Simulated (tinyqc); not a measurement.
Worked calculation: Pariser-Parr-Pople SCF with singles CI, for the molecule C=C1C=C(F)C=C1C=O (SMILES; centres numbered as the heavy atoms are written). One step of it, computed by the program tinyqc.

Question. Iteration 2: Fock matrix. F_rr = H_rr + P_rr gamma_rr / 2 + sum_(s != r) P_ss gamma_rs; F_rs = H_rs - P_rs gamma_rs / 2; E = tr P (H + F) / 2 + core repulsion sum_(r<s) z_r z_s gamma_rs.

P after iteration 1, order 1C, 2C, 3C, 4C, 5F, 6C, 7C, 8C, 9O:
```
[[0.872998, 0.761164, 0.012420, -0.305657, 0.279858, -0.258062, 0.217166, -0.021264, -0.121501],
 [0.761164, 0.990101, 0.499238, -0.058127, -0.055615, -0.100624, 0.373147, 0.040722, -0.080853],
 [0.012420, 0.499238, 1.198048, 0.697528, -0.242141, -0.154021, -0.234599, -0.091105, 0.142013],
 [-0.305657, -0.058127, 0.697528, 1.087207, 0.364281, 0.464874, -0.057179, -0.063066, 0.031336],
 [0.279858, -0.055615, -0.242141, 0.364281, 1.732262, -0.014204, -0.110820, 0.011223, 0.070067],
 [-0.258062, -0.100624, -0.154021, 0.464874, -0.014204, 1.071195, 0.750537, 0.100928, -0.307821],
 [0.217166, 0.373147, -0.234599, -0.057179, -0.110820, 0.750537, 0.982961, 0.402278, -0.028291],
 [-0.021264, 0.040722, -0.091105, -0.063066, 0.011223, 0.100928, 0.402278, 0.789006, 0.862347],
 [-0.121501, -0.080853, 0.142013, 0.031336, 0.070067, -0.307821, -0.028291, 0.862347, 1.276221]]
```

core matrix H (eV), order 1C, 2C, 3C, 4C, 5F, 6C, 7C, 8C, 9O:
```
[[-49.698624, -2.370000, 0.000000, 0.000000, 0.000000, 0.000000, 0.000000, 0.000000, 0.000000],
 [-2.370000, -61.396050, -2.370000, 0.000000, 0.000000, 0.000000, -2.370000, 0.000000, 0.000000],
 [0.000000, -2.370000, -60.058668, -2.370000, 0.000000, 0.000000, 0.000000, 0.000000, 0.000000],
 [0.000000, 0.000000, -2.370000, -65.437223, -2.080000, -2.370000, 0.000000, 0.000000, 0.000000],
 [0.000000, 0.000000, 0.000000, -2.080000, -74.689789, 0.000000, 0.000000, 0.000000, 0.000000],
 [0.000000, 0.000000, 0.000000, -2.370000, 0.000000, -61.663082, -2.370000, 0.000000, 0.000000],
 [0.000000, -2.370000, 0.000000, 0.000000, 0.000000, -2.370000, -63.118359, -2.370000, 0.000000],
 [0.000000, 0.000000, 0.000000, 0.000000, 0.000000, 0.000000, -2.370000, -54.655647, -2.490000],
 [0.000000, 0.000000, 0.000000, 0.000000, 0.000000, 0.000000, 0.000000, -2.490000, -54.208499]]
```

repulsion gamma_rs (eV), order 1C, 2C, 3C, 4C, 5F, 6C, 7C, 8C, 9O:
```
[[11.130000, 7.553176, 5.122876, 3.742999, 2.875718, 3.743013, 5.124534, 4.351920, 3.148670],
 [7.553176, 11.130000, 7.552979, 5.519635, 3.861331, 5.519682, 7.554949, 5.124267, 3.688699],
 [5.122876, 7.552979, 11.130000, 7.554642, 5.440013, 5.519921, 5.519520, 3.743261, 3.005443],
 [3.742999, 5.519635, 7.554642, 11.130000, 8.694803, 7.553176, 5.518562, 3.742963, 3.255640],
 [2.875718, 3.861331, 5.440013, 8.694803, 21.400000, 5.440332, 3.860964, 2.875895, 2.640734],
 [3.743013, 5.519682, 5.519921, 7.553176, 5.440332, 11.130000, 7.551392, 5.123146, 4.612088],
 [5.124534, 7.554949, 5.519520, 5.518562, 3.860964, 7.551392, 11.130000, 7.554642, 5.412832],
 [4.351920, 5.124267, 3.743261, 3.742963, 2.875895, 5.123146, 7.554642, 11.130000, 8.103659],
 [3.148670, 3.688699, 3.005443, 3.255640, 2.640734, 4.612088, 5.412832, 8.103659, 15.200000]]
```

Centres (angstrom, eV; a flat drawing with bonds scaled to 1.40 angstrom):
```
centre          x          y  core charge z          W   gamma_rr
1C      -0.597000  -2.439000              1  11.160000  11.130000
2C      -0.003000  -1.171000              1  11.160000  11.130000
3C       1.372000  -0.906000              1  11.160000  11.130000
4C       1.545000   0.483000              1  11.160000  11.130000
5F       2.770000   1.160000              2  39.000000  21.400000
6C       0.277000   1.077000              1  11.160000  11.130000
7C      -0.680000   0.054000              1  11.160000  11.130000
8C      -2.069000   0.227000              1  11.160000  11.130000
9O      -2.614000   1.517000              1  17.700000  15.200000
```

Give: F; pi energy.

Answer.

F (eV), order 1C, 2C, 3C, 4C, 5F, 6C, 7C, 8C, 9O:
```
[[-5.6748, -5.2446, -0.0318, 0.5720, -0.4024, 0.4830, -0.5564, 0.0463, 0.1913],
 [-5.2446, -5.4640, -4.2554, 0.1604, 0.1074, 0.2777, -3.7796, -0.1043, 0.1491],
 [-0.0318, -4.2554, -5.6766, -5.0048, 0.6586, 0.4251, 0.6474, 0.1705, -0.2134],
 [0.5720, 0.1604, -5.0048, -5.9182, -3.6637, -4.1256, 0.1578, 0.1180, -0.0510],
 [-0.4024, 0.1074, 0.6586, -3.6637, -18.5884, 0.0386, 0.2139, -0.0161, -0.0925],
 [0.4830, 0.2777, 0.4251, -4.1256, 0.0386, -5.3692, -5.2038, -0.2585, 0.7098],
 [-0.5564, -3.7796, 0.6474, 0.1578, 0.2139, -5.2038, -5.4360, -3.8895, 0.0766],
 [0.0463, -0.1043, 0.1705, 0.1180, -0.0161, -0.2585, -3.8895, -4.6004, -5.9841],
 [0.1913, 0.1491, -0.2134, -0.0510, -0.0925, 0.7098, 0.0766, -5.9841, -9.7387]]
```

pi energy = -165.6064 eV
